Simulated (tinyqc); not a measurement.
Forward curve with series resistance: current of a Schottky diode by thermionic-emission-diffusion theory, and its read-back from I-V-T and C-V data. Computed by tinyqc, a small Python program. Command: `OMP_NUM_THREADS=1 python tinyqc.py 3015604 3015605 out.jsonl schottky walk`. One thread of a shared host (Intel(R) Xeon(R) Processor @ 2.30GHz), about 0.01 s of CPU time with the checks.

Full ionisation, no tunnelling, no recombination current. V is the voltage across the junction itself, forward positive.

Inputs (values chosen for the exercise, modelled on n-type GaN):
```
quantity,value,unit
Richardson constant A*,25.5,A/(cm^2 K^2)
"effective density of states at 300 K, N_c",2.3e+18,1/cm^3
permittivity eps,9.7,-
mobility mu,1100,cm^2/(V s)
barrier without image force phi_0,1.05,eV
doping N,5.2e+16,1/cm^3
series resistance R_s,0.37,milliohm cm^2
junction voltage V,0.53,V
temperature T,300,K
```

Barrier: uniform.

Constants: k_B = 8.617333262e-05 eV/K; e = 1.602176634e-19 C; eps_0 = 8.8541878128e-12 F/m.

Method:
- N_c(T) = N_c (T/300 K)^(3/2); V_bi = phi_0 - (k_B T/e) ln(N_c(T)/N); surface field F = sqrt(2 e N (V_bi - V - k_B T/e)/(eps eps_0)); image lowering d_phi = sqrt(e F/(4 pi eps eps_0)); effective barrier phi = phi_0 - d_phi.
- Collection velocity v_R = A* T^2/(e N_c(T)); diffusion velocity v_D = mu F; J = e N_c(T) v_R/(1 + v_R/v_D) exp(-phi/k_B T) [exp(e V/k_B T) - 1].
- Terminal voltage V + J R_s; apparent ideality from neighbouring rows, (e/k_B T) dV_terminal/d ln J.

built-in voltage V_bi = 0.952036 V

Forward curve; the last column belongs to the interval up to the next row:
```
V (V),J (A/cm^2),terminal voltage (V),apparent n
0.225,1.5127e-07,0.2250,1.0168
0.313,4.3026e-06,0.3130,1.0189
0.400,1.1700e-04,0.4000,1.0216
0.487,3.1536e-03,0.4870,1.0259
0.575,8.7172e-02,0.5750,1.0411
0.662,2.2765e+00,0.6628,1.2937
0.750,5.9672e+01,0.7721,7.1314
0.837,1.3950e+03,1.3531,-
```

The resistance takes over where J R_s exceeds k_B T/e, at J = 69.9 A/cm^2; the apparent ideality climbs from 1.02 to 7.13, so barrier and n must be read below that current.

Extremes, crossings and ranges named in words are read from the listed rows.
